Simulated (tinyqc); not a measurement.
Fermi level against carrier density: pi bands of a honeycomb layer in tight binding.

Constants: hbar^2/2m0 = 3.80998211 eV angstrom^2.

Inputs chosen for the exercise (out of a larger set: of the size used for graphene; not measured data): D = 0 eV (+D on A, -D on B).

hbar v = 6.51909 eV angstrom

Cone with four flavours: n = kF^2/pi, EF = sqrt(D^2 + (hbar v kF)^2), density of states 2 EF/(pi (hbar v)^2), quantum capacitance e^2 times it (1 e^2/(eV angstrom^2) = 1602.177 microF/cm^2), cyclotron mass 2c EF/(hbar v)^2, c = hbar^2/2m0; 1e12/cm^2 = 1e-4/angstrom^2.

Filling:

| n (1e12/cm^2) | kF (1/angstrom) | EF (eV) | Cq (microF/cm^2) | cyclotron mass (m0) |
|---|---|---|---|---|
| 0.10 | 0.00560 | 0.0365 | 0.877 | 0.0066 |
| 0.25 | 0.00886 | 0.0578 | 1.387 | 0.0104 |
| 0.50 | 0.01253 | 0.0817 | 1.961 | 0.0146 |
| 1.00 | 0.01772 | 0.1155 | 2.773 | 0.0207 |
| 2.00 | 0.02507 | 0.1634 | 3.922 | 0.0293 |
| 4.00 | 0.03545 | 0.2311 | 5.546 | 0.0414 |
| 10.00 | 0.05605 | 0.3654 | 8.770 | 0.0655 |
| 20.00 | 0.07927 | 0.5167 | 12.402 | 0.0927 |

How do the results move, and what explains it?

From 1 to 4e12/cm^2 EF rises by a factor 2.000, the square root of four. Capacitance and mass grow in proportion to EF counted from mid-gap, so hardly at all while a large gap term dominates it; in a parabolic band both are constant; Cq is 2.77 microF/cm^2 at 1e12/cm^2, against 3.45 for 1 nm of a dielectric with eps = 3.9.

tinyqc: `OMP_NUM_THREADS=1 python tinyqc.py 1481082 1481083 out.jsonl`; about 0.01 s, one thread, shared Intel(R) Xeon(R) Processor @ 2.30GHz.
